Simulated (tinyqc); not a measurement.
# Free and trapped electrons in a MOS channel with a dense trap tail, step by step

Computed by the program tinyqc: `OMP_NUM_THREADS=1 python tinyqc.py 2222058 2222059 out.jsonl`, one thread of a shared Intel Xeon 2.30GHz, about 0.02 s for the whole run. Printed values are rounded.

p-type body, charge-sheet picture, full ionisation (an idealisation for deep acceptors), Boltzmann statistics for free electrons. e = Ec - EF at the surface. Acceptor-like traps of density D(E) = D0 + De exp(-E/Ew) at depth E below Ec, from 0 to Eu, hold n_t = integral of D(E)/(1 + exp((e - E)/Vt)). psi = Eg - Vt ln(Nv/Na) - e; N_dep = sqrt(2 eps0 eps_r Na (psi - Vt)/q); n_f = sqrt(N_dep^2 + 2 eps0 eps_r Vt Nc exp(-e/Vt)/q) - N_dep; Vg = Vfb + psi + q (N_dep + n_t + n_f)/Cox, Cox = eps0 eox/tox.

Values chosen for this exercise; band and dielectric values close to those of 4H silicon carbide: temperature T = 300 K; band gap Eg = 3.3 eV; relative permittivity eps_r = 9.52; conduction-band density of states at T Nc = 1.71e19 cm^-3; valence-band density of states at T Nv = 2.48e19 cm^-3; relative permittivity of the insulator eox = 3.9; insulator thickness tox = 65 nm; acceptor density Na = 3.8e15 cm^-3; flat-band voltage without trapped charge Vfb = -2.24 V; constant background density of acceptor-like traps D0 = 1.8e10 cm^-2 eV^-1; density of the tail at the conduction edge De = 1.5e13 cm^-2 eV^-1; decay energy of the tail Ew = 0.06 eV; depth below Ec down to which the traps reach Eu = 0.54 eV; mobility of free electrons mf = 63 cm^2/(V s); Ec - EF at the surface e = 0.109 eV.

Constants: q = 1.602176634e-19 C, kB = 1.380649e-23 J/K, Vt = kB T/q, eps0 = 8.8541878128e-14 F/cm where lengths are in cm. Results are converted to the units shown.

## Trapped charge

Trapezoid rule on 12 equal steps from 0 to Eu, f = 1/(1 + exp((e - E)/Vt)).

```
point,E (eV),D(E) f (cm^-2 eV^-1)
0,0,2.18340e11
1,0.045,5.51120e11
2,0.09,1.09061e12
3,0.135,1.17075e12
4,0.18,7.18696e11
5,0.225,3.66640e11
6,0.27,1.84271e11
7,0.315,9.66793e10
8,0.36,5.51779e10
9,0.405,3.55628e10
10,0.45,2.62962e10
11,0.495,2.19189e10
12,0.54,1.98511e10
```

n_t = 1.99657e11 cm^-2

With 1600 steps n_t = 2.005e11 cm^-2; the coarse value is 0.40 % below it.

## Charges and gate voltage

psi, N_dep, n_f and Vg as defined, with the n_t given; free share n_f/(n_f + n_t); apparent mobility mf n_f/(n_f + n_t); gate voltage spent on traps q n_t/Cox.

psi = 2.96393 V
N_dep = 3.42749e11 cm^-2
n_f = 8.86452e10 cm^-2
Vg = 2.62708 V
free share = 30.7473 %
apparent mobility = 19.3708 cm^2/(V s)
gate voltage spent on traps = 0.602136 V
